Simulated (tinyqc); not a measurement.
Band offsets of oxides on a semiconductor by the charge-neutrality-level model: one step of the calculation.

Each material has a charge-neutrality level at the depth Phi = chi + Eg - CNL below vacuum. For oxide B on semiconductor A, dEc = (chiA - PhiA) - (chiB - PhiB) + S (PhiA - PhiB), dEv = EgB - EgA - dEc, with the pinning factor S = 1/(1 + 0.1 (eps_inf - 1)^2) of the oxide. S = 1 is the affinity rule, S = 0 aligns the two levels.

Problem. One oxide. Depths of both levels, S and the two offsets.

Values chosen for this exercise; substrate values close to those of germanium:
```
symbol  value  unit                                             meaning
EgA      0.66    eV                            gap of the semiconductor
chiA        4    eV                               its electron affinity
cA        0.1    eV  its charge-neutrality level above the valence edge
```

oxide values (close to silicon dioxide): Eg (eV) 9.21, chi (eV) 0.92, CNL (eV) 4.38, eps_inf 2.18

Give: PhiA; PhiB; S; dEc; dEv.

Solution.

PhiA = 4.5600 eV
PhiB = 5.7500 eV
S = 0.87778
dEc = 3.2254 eV
dEv = 5.3246 eV

The limits are dEc = 3.08 eV (S = 1) and 4.27 eV (S = 0).

Range of the model: The model ignores the chemistry of the actual interface, which can move offsets by several tenths of an eV.

Numbers from tinyqc (`OMP_NUM_THREADS=1 python tinyqc.py 2410121 2410122 out.jsonl`; about 0.01 s on one thread of a shared Intel Xeon 2.30GHz).
